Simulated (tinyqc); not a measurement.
From results to parameters: two-site tight-binding chain. Computed by the program tinyqc.

Problem. A two-site chain has site energies +delta (A) and -delta (B) and hoppings t1 > t2 > 0, so E = +/- sqrt(delta^2 + |t1 + t2 exp(-ika)|^2). Find delta, t1 and t2.

upper band at k = 0 = 3.237360 eV
upper band at the zone edge = 1.353699 eV
weight of the upper band on site A at the zone edge = 0.921069

Solution. The weight on A is (1 + delta/E)/2, which gives delta; then t1 + t2 = sqrt(E(0)^2 - delta^2) and t1 - t2 = sqrt(E(edge)^2 - delta^2).

delta, t1, t2 (eV): 1.140  1.880  1.150
